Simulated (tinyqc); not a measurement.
## Gap and screening length from two transmissions

Question. At the source junction of a tunnel FET, T(w) = exp(-S), S = 2 pi lam sqrt(m/(C Eg)) [w + Eg/2 - sqrt(w (w + Eg))], C = hbar^2/(2 m0). Find Eg (between 0.1 and 3 eV) and lam.

Values chosen for this exercise:
```
symbol,value,unit,meaning
m,0.097,m0,band-edge mass of the two-band model
```

Constants: q = 1.602176634e-19 C, hbar = 1.054571817e-34 J s, m0 = 9.1093837015e-31 kg, hbar^2/(2 m0) = 0.0380998212 eV nm^2. Results are converted to the units shown.

T(w) at w = 0.11 and 0.46 eV: 0.0020844803  0.025420243

Solution. The ratio of the two exponents depends on Eg alone and falls steadily with it, which fixes Eg; either exponent then gives lam.

ratio of the two S = 1.681
Eg = 1.520 eV
lam = 1.700 nm

Numbers from tinyqc (`OMP_NUM_THREADS=1 python tinyqc.py 2620068 2620069 out.jsonl`; about 0.01 s on one thread of a shared Intel Xeon 2.30GHz).
